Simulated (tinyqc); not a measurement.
Susceptibility above T_c: two-sublattice mean-field magnet: ferrimagnet, compensation points and susceptibility. Computed by tinyqc, a small Python program. Command: `OMP_NUM_THREADS=1 python tinyqc.py 3009953 3009954 out.jsonl ferri walk`. One thread of a shared host (Intel(R) Xeon(R) Processor @ 2.30GHz), about 0.01 s of CPU time with the checks.

A random alloy A(1-x)B(x) with H = -sum over pairs J S_i.S_j. a = <S_A> and b = <S_B> are taken along z, a > 0. Exchange fields: h_A = (1 - x) zJ_AA a + x zJ_AB b, h_B = (1 - x) zJ_AB a + x zJ_BB b; a = S_A B_(S_A)(S_A h_A/(k_B T)) and likewise for b, with the Brillouin function B_S(y) = [(2S + 1)/(2S)] coth[(2S + 1) y/(2S)] - [1/(2S)] coth[y/(2S)].

Inputs (values chosen for the exercise, for a model ferrimagnet):
```
quantity               value  unit
spin S_A                 1.5     -
spin S_B                 3.5     -
g factor g_A             2.2     -
g factor g_B               2     -
fraction x of B sites   0.14     -
z J_AA                  20.8   meV
z J_BB                  0.92   meV
z J_AB                  -7.6   meV
T over T_c              0.22     -
```

Constants: k_B = 8.617333262e-05 eV/K.

Method. Linearised, T (a, b) = M (a, b) with M_ij = S_i (S_i + 1) c_j zJ_ij/(3 k_B), c_A = 1 - x, c_B = x. T_c is the larger eigenvalue, and its eigenvector gives b/a at onset, (T_c - M_AA)/M_AB. With a field B, T (a, b) = M (a, b) + (mu_B B/(3 k_B)) (g_A S_A (S_A + 1), g_B S_B (S_B + 1)). chi = m/B per site; C = mu_B [(1 - x) g_A^2 S_A (S_A + 1) + x g_B^2 S_B (S_B + 1)]/(3 k_B); the table gives C/chi, which tends to T - theta.

T_c = 281.902 K

M (K):
```
          A        B
A   259.477  -15.434
B  -398.197    7.847
```

Inverse susceptibility:
```
T (K)   C/chi (K)  T - C/chi (K)
287.5        15.0         272.54
310.1        67.3         242.84
352.4       145.0         207.39
422.9       247.8         175.09
563.8       418.3         145.52
845.7       722.1         123.61
1409.5     1299.7         109.79
2819.0     2718.0         101.01
```

What does the comparison show, and why?

T - C/chi sinks from 273 K just above T_c to 101 K at 10 T_c, on its way to the asymptotic theta. The curve of 1/chi is a hyperbola that bends down to zero at T_c = 282 K, so a Curie-Weiss line fitted at high T misses T_c.
